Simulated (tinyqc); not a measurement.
Solubility, supersaturation, precipitation and gettering of an impurity in a silicon-like host: one step, computed by the program tinyqc. Command: `OMP_NUM_THREADS=1 python tinyqc.py 3031697 3031698 out.jsonl ripen walk`. One thread of a shared host (Intel(R) Xeon(R) Processor @ 2.30GHz), about 0.01 s of CPU time with the checks.

The wafer was saturated at T1 and is then held at T.

Task: Segregation into a layer on one face. k = k_0 exp(E_g/(k_B T)); in equilibrium the bulk keeps C/C0 = 1/(1 + k t_g/w). For a strong sink on one face the slowest diffusion mode has tau_w = 4 w^2/(pi^2 D), and C/C0 is estimated as c_eq + (1 - c_eq)(8/pi^2) sum over odd m up to 99 of exp(-m^2 t/tau_w)/m^2. Precipitation is left out here.

Inputs (values chosen for the exercise, modelled on copper in silicon):
```
quantity,value,unit
temperature of saturation T1,1350,K
anneal temperature T,1112,K
anneal time t,1.3,s
wafer thickness w,775,micrometre
segregation energy E_g,1.2,eV
segregation prefactor k_0,0.21,-
getter layer thickness t_g,1.1,micrometre
```

Gettering: segregation gettering in a layer.

D(T) = 4.595040e-05 cm^2/s

Constants: k_B = 8.617333262e-05 eV/K.

Give: segregation coefficient k; equilibrium C/C0; tau_w; mean C/C0 at t.

Result:

segregation coefficient k = 57654

equilibrium C/C0 = 0.012073

tau_w = 52.975 s

mean C/C0 at t = 0.88883

Limited by diffusion: far more is left than the 0.012 that equilibrium would leave.
